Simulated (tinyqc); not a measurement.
Length of a polyene: Hueckel, PPP and singles CI along the polyenes. Computed by the program tinyqc. Command: `OMP_NUM_THREADS=1 python tinyqc.py 115713 115714 out.jsonl`; one thread of a shared host (Intel(R) Xeon(R) Processor @ 2.60GHz), about 0.2 s.

All-trans chains of carbon centres 1.40 angstrom apart:
```
parameter,value
"beta (eV), times 1 +/- alternation",-2.320000
alternation,0.100000
W (eV),11.160000
gamma_rr (eV),9.750000
repulsion formula,MN
```

Hueckel uses the same beta without repulsion; CIS keeps all single excitations and so misses the low, doubly excited 2Ag state. W is the valence ionisation energy of a centre, MN the Mataga-Nishimoto formula, f the oscillator strength.

Gaps and excitations (eV):
```
centres,Hueckel gap,PPP orbital gap,bright singlet (CIS),f,lowest triplet (CIS)
2,5.1040,10.1093,7.4763,0.6410,2.7317
4,3.4266,7.9494,5.3922,0.9970,1.9034
6,2.6598,6.8802,4.4292,1.3792,1.5284
8,2.2271,6.2510,3.8708,1.7361,1.3270
10,1.9514,5.8425,3.5101,2.0717,1.2063
12,1.7616,5.5601,3.2613,2.3917,1.1284
14,1.6236,5.3560,3.0821,2.7015,1.0753
```

The Hueckel gap tends to 4 x alternation x |beta| = 0.93 eV for long chains. Exchange opens the PPP orbital gap, and the attraction of electron and hole brings the bright state 2.27 eV below it at 14 centres; the triplet lies 2.01 eV lower still.
